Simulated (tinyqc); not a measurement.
Which mechanism rules? Model: leakage currents through a thin dielectric. Computed by tinyqc, a small Python program. Command: `OMP_NUM_THREADS=1 python tinyqc.py 3031814 3031815 out.jsonl leak walk`. One thread of a shared host (Intel(R) Xeon(R) Processor @ 2.30GHz), about 0.01 s of CPU time with the checks.

Electrons leave an electrode with Fermi energy E_F above its band bottom; barriers are counted from the Fermi level, and both electrodes are alike.

Inputs (values chosen for the exercise, modelled on Ta2O5):
```
quantity,value,unit
barrier height phi_B,0.75,eV
tunnelling mass m,0.34,m_0
optical permittivity k_o,4.38,-
trap depth phi_t,0.78,eV
Poole-Frenkel prefactor sigma_0,5.4e-08,S/cm
thickness t,9,nm
electrode Fermi energy E_F,3.4,eV
electrode mass m_e,1,m_0
voltage V,3.2,V
temperature T,300,K
```

Stack: single layer.

Constants: e = 1.602176634e-19 C; eps_0 = 8.8541878128e-12 F/m; k_B = 8.617333262e-05 eV/K; m_0 = 9.1093837015e-31 kg; k_B = 1.380649e-23 J/K; h = 6.62607015e-34 J s; hbar = 1.054571817e-34 J s.

Method:
- Field F = V/t; equivalent oxide thickness 3.9 t/k.
- WKB: a layer of mass m, field F and barrier b(x) = b_0 - e F x gives the exponent (4 sqrt(2 m)/(3 hbar e F)) [b_0^(3/2) - max(b_0 - e F t, 0)^(3/2)] for b_0 > 0; b_0 = barrier - (E - E_F); the transmission is D(E) = exp(-sum of exponents), without image force.
- Tsu-Esaki: J = (e m_e k_B T/(2 pi^2 hbar^3)) int D(E) ln[(1 + exp((E_F - E)/k_B T))/(1 + exp((E_F - eV - E)/k_B T))] dE over the normal energy E (its change with the mass at an interface is neglected) from max(0, E_F - 3 eV) to E_F + largest barrier, by 100 Gauss-Legendre points in each part, split at E_F - 0.3 eV (if inside the range) and E_F + 8 k_B T.
- Schottky emission J = A T^2 exp(-(phi_B - sqrt(e^3 F/(4 pi k_o eps_0)))/k_B T), A = 4 pi e m k_B^2/h^3 with the tunnelling mass; Poole-Frenkel J = sigma_0 F exp(-(phi_t - sqrt(e^3 F/(pi k_o eps_0)))/k_B T); both use the field F of the dielectric.

Current densities (A/cm^2):
```
V (V),F (MV/cm),tunnelling,Schottky,Poole-Frenkel
0.64,0.7111,4.1680e-04,3.4252e-04,4.1507e-10
1.10,1.2222,1.1687e-01,2.1555e-03,2.8253e-08
1.60,1.7778,2.7220e+01,1.0651e-02,1.0035e-06
2.20,2.4444,1.4917e+03,5.3507e-02,3.4818e-05
2.70,3.0000,1.2890e+04,1.7454e-01,4.5470e-04
3.20,3.5556,6.1566e+04,5.1247e-01,4.6456e-03
3.80,4.2222,2.4923e+05,1.6788e+00,5.9205e-02
```

What follows from these numbers?

The largest current is tunnelling from 0.640 to 3.80 V. Over the table tunnelling grows by 8.8 decades, Schottky by 3.7 and Poole-Frenkel by 8.2. A plot of ln(J/F) against sqrt(F) for the Poole-Frenkel column has the slope 14.03 per sqrt(MV/cm), from which k_o follows; reading it as Schottky emission would give about k_o/4.

Extremes, crossings and ranges named in words are read from the listed rows.
